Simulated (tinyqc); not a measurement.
Transfer-length model of a contact: one step of the calculation.

A metal contact of length d and width W on a thin layer of the same width. The metal has no resistance, the sheet resistance under it equals Rsh, and current enters the layer at the front edge x = 0.

Task. Straight-line fit. Pairs of such contacts at gaps L have R_T = Rsh L/W + 2 Rc. The values of R_T were made from Rsh and rc and are treated as data. Least squares: slope = sum (L - mean L)(R_T - mean R_T)/sum (L - mean L)^2, intercept = mean R_T - slope mean L. Rsh = slope W, Rc = intercept/2, and A = Rc/slope is half the distance from the origin to the zero of the line.

Parameters, values chosen for the exercise: contact width W = 240 um.

| gap | L (um) | R_T (ohm) |
|---|---|---|
| 1 | 8.7 | 3.0408 |
| 2 | 18 | 3.8933 |
| 3 | 38 | 5.7266 |
| 4 | 78 | 9.3933 |
| 5 | 160 | 16.91 |

Give: slope; intercept; Rsh; Rc; A.

Result.

slope = 0.09167 ohm/um
intercept = 2.243 ohm
Rsh = 22.00 ohm/sq
Rc = 1.122 ohm
A = 12.24 um

Numbers from tinyqc (`OMP_NUM_THREADS=1 python tinyqc.py 2760128 2760129 out.jsonl`; about 0.01 s on one thread of a shared Intel Xeon 2.30GHz).
